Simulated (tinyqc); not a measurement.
# Four-point probe, van der Pauw, Hall and spreading-resistance readings of a semiconductor layer, step by step

A worked calculation. Computed by tinyqc, a small Python program that keeps every step. Command: `OMP_NUM_THREADS=1 python tinyqc.py 3110956 3110957 out.jsonl probe walk`. One thread of a shared host (Intel(R) Xeon(R) Processor @ 2.30GHz), about 0.01 s of CPU time with the checks. Intermediate numbers are printed to about 6 digits and carried at full precision; extremes and crossings named in words are read from the listed rows.

The layer is uniform and ohmic; contacts are points unless a radius is given.

Inputs (values chosen for the exercise, modelled on n-type silicon):
```
quantity                                        value        unit
carrier density n                             3.2e+17      1/cm^3
drift mobility mu                                 509  cm^2/(V s)
layer thickness t                                 470  micrometre
probe spacing s                                   0.5          mm
current I                                           1          mA
side ratio a/b of the van der Pauw rectangle      2.1           -
magnetic field B                                 0.81           T
Hall factor r_H                                   1.1           -
wafer diameter over spacing D/s                    12           -
```

Backing of the layer: insulating.

Constants: e = 1.602176634e-19 C.

## Resistivity and sheet resistance

rho = 1/(e n mu); R_s = rho/t.

resistivity rho = 0.0383197 ohm cm

sheet resistance R_s = 0.815312 ohm/square

## Four-point voltage

Collinear probes with equal spacing on a layer with insulating backing: images at depth 2 m t give V = (rho I/(2 pi s)) G, G = 1 + 4 sum_(m>=1) [1/sqrt(1 + (2 m u)^2) - 1/sqrt(4 + (2 m u)^2)], u = t/s; the sum runs to m = 20000, with the tail 3/(32 u^3 M^2) added to the sum for M = 20000. Limits: thick, rho = 2 pi s V/I; thin on an insulator, rho = (pi/ln 2) t V/I.

t/s = 0.94

G = 1.57466

voltage V = 0.192070 mV

rho by the thick formula = 0.0603406 ohm cm

rho by the thin formula = 0.0409150 ohm cm

The thick formula is off by +57.5 % and the thin one by +6.8 %.

## Thickness correction

The last two columns give rho(formula)/rho for rho = 2 pi s V/I and rho = (pi/ln 2) t V/I.

Correction against t/s:
```
t/s        G  thick formula  thin formula
0.1  13.8629        13.8629       1.00000
0.2   6.9315         6.9315       1.00000
0.3   4.6211         4.6211       1.00003
0.5   2.7799         2.7799       1.00264
0.7   2.0175         2.0175       1.01871
1.0   1.5045         1.5045       1.08524
1.5   1.1973         1.1973       1.29547
2.0   1.0939         1.0939       1.57814
3.0   1.0306         1.0306       2.23037
5.0   1.0070         1.0070       3.63194
```

The thin formula holds to 1 % up to t/s = 0.5 and the thick one holds to 1 % from t/s = 5.

## Finite wafer

For a thin circular wafer probed at its centre, R_s = C V/I with C = pi/(ln 2 + ln[((D/s)^2 + 3)/((D/s)^2 - 3)]).

factor C = 4.27532

error if pi/ln 2 is used = 6.01210 %

## The two van der Pauw resistances

Thin rectangle with point contacts at the corners; for R_B current and voltage contacts lie along the two sides of length a, for R_A along those of length b: exp(-pi R_A/R_s) = (theta_4/theta_3)^4, exp(-pi R_B/R_s) = (theta_2/theta_3)^4 with q = exp(-pi a/b), theta_2 = 2 sum_(m>=0) q^((m + 1/2)^2), theta_3 = 1 + 2 sum_(m>=1) q^(m^2), theta_4 = 1 + 2 sum_(m>=1) (-1)^m q^(m^2).

R_A = 0.00566376 ohm

R_B = 0.995434 ohm

ratio R_B/R_A = 175.755

## Solving the van der Pauw equation

Solve exp(-pi z R_A) + exp(-pi z R_B) = 1 for z = 1/R_s by seven Newton steps from z = 2 ln 2/(pi (R_A + R_B)); f = R_s 2 ln 2/(pi (R_A + R_B)).

Steps:
```
step  1/z (ohm)  left side less 1
0       2.26867       2.44156e-01
1       1.34435       8.45167e-02
2       0.99450       2.53543e-02
3       0.85318       4.95407e-03
4       0.81771       3.07275e-04
5       0.81532       1.36977e-06
6       0.81531                 0
```

R_s found = 0.815312 ohm/square

correction f = 0.359379

Averaging R_A and R_B without f would overstate R_s by 178.3 %.

## Hall reading

V_H = r_H I B/(e n t); apparent density n/r_H; Hall mobility r_H mu; Hall angle tan = r_H mu B (SI).

Hall voltage = 0.0369760 mV

apparent density = 2.90909e+17 1/cm^3

Hall mobility = 559.9 cm^2/(V s)

tangent of the Hall angle = 0.0453519

Checks made by the program: thin limit of G, 2 ln 2/u at u = 0.02 (relative difference below 1e-10); R_s recovered (relative difference below 1e-10).
